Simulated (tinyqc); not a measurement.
Against the doping: grain-boundary trapping model (Seto) of a polycrystalline semiconductor film. Computed by tinyqc, a small Python program. Command: `OMP_NUM_THREADS=1 python tinyqc.py 3026087 3026088 out.jsonl poly walk`. One thread of a shared host (Intel(R) Xeon(R) Processor @ 2.30GHz), about 0.01 s of CPU time with the checks.

Grains of equal size L are joined by thin boundaries with one trap level. Trapped carriers deplete a width W on each side and raise a barrier, crossed by thermionic emission. Dopants are fully ionised, statistics are non-degenerate and mu_g does not depend on T.

Inputs (values chosen for the exercise, modelled on polycrystalline silicon): permittivity eps = 11.7; effective mass m = 0.31 m_0; effective density of states at 300 K, N_c = 2.8e+19 1/cm^3; grain size L = 65 nm; trap density Q_t = 7.2e+11 1/cm^2; trap level E_t below the band edge = 0.53 eV; mobility inside the grains mu_g = 260 cm^2/(V s); temperature T = 300 K.

Grain interior: resistance included.

Constants: e = 1.602176634e-19 C; eps_0 = 8.8541878128e-12 F/m; k_B = 8.617333262e-05 eV/K; m_0 = 9.1093837015e-31 kg; k_B = 1.380649e-23 J/K.

Method:
- If all traps fill, the grain is just depleted at N* = Q_t/L, with the barrier e Q_t L/(8 eps eps_0).
- N_c(T) = N_c (T/300 K)^(3/2). Filled traps Q = Q_t/(1 + (1/2) exp((E_t* - E_F)/k_B T)), where E_t* = e V_B - E_t and E_F are counted from the band edge at the grain centre. Partial depletion: Q = 2 N W, V_B = e N W^2/(2 eps eps_0), E_F = k_B T ln(N/N_c); solve for W. If that W would exceed L/2 the grain is fully depleted: W = L/2, Q = N L, and E_F follows from the trap equation. Centre density n_0 = N_c exp(E_F/k_B T).
- Boundary: sigma_b = L e^2 n_0 exp(-e V_B/k_B T)/sqrt(2 pi m k_B T); drift through the grain, depleted parts included: rho_g = [(1 - 2W/L) + (2W/L) int_0^1 exp(y^2 s^2) ds]/(e n_0 mu_g); rho = 1/sigma_b + rho_g. Mean carrier density n_av = n_0 [(1 - 2W/L) + (2W/L) (sqrt(pi)/2) erf(y)/y], y = sqrt(e V_B/k_B T); effective mobility 1/(e n_av rho).

N* = 1.10769e+17 1/cm^3

The same film:
```
N (1/cm^3)  W (nm)   V_B (V)  mean density (1/cm^3)  mobility (cm^2/(V s))  rho (ohm cm)
3.30e+15    32.500  0.002695             5.7563e+08                 211.29    5.1316e+07
1.10e+16    32.500  0.008985             2.4424e+09                 202.80    1.2601e+07
2.80e+16    32.500  0.022870             1.1019e+10                 176.81    3.2036e+06
5.50e+16    32.500  0.044924             6.1773e+10                 125.71    8.0373e+05
8.90e+16    32.500  0.072695             6.1739e+11                  68.41    1.4778e+05
1.30e+17    27.692  0.077091             7.5248e+16                  56.66    1.4639e+00
2.20e+17    16.364  0.045554             1.7871e+17                 114.50    3.0502e-01
4.40e+17     8.182  0.022777             4.1453e+17                 170.89    8.8109e-02
1.10e+18     3.273  0.009111             1.0883e+18                 199.45    2.8756e-02
4.40e+18     0.818  0.002278             4.3968e+18                 210.76    6.7353e-03
```

The barrier peaks among these rows at N = 1.3e17 (0.077 V) and the mobility has its minimum at 1.3e17; N* is 1.1e17. While the grain is fully depleted (W = L/2) V_B grows as N; once all traps are filled it falls as 1/N (last exponent -1.00). Partly depleted rows (W < L/2) with e V_B below 2 k_B T stretch the depletion approximation. Where N approaches N_c the non-degenerate statistics fail. rho drops most steeply, as N^-30.4, between 8.9e16 and 1.3e17.

Extremes, crossings and ranges named in words are read from the listed rows.
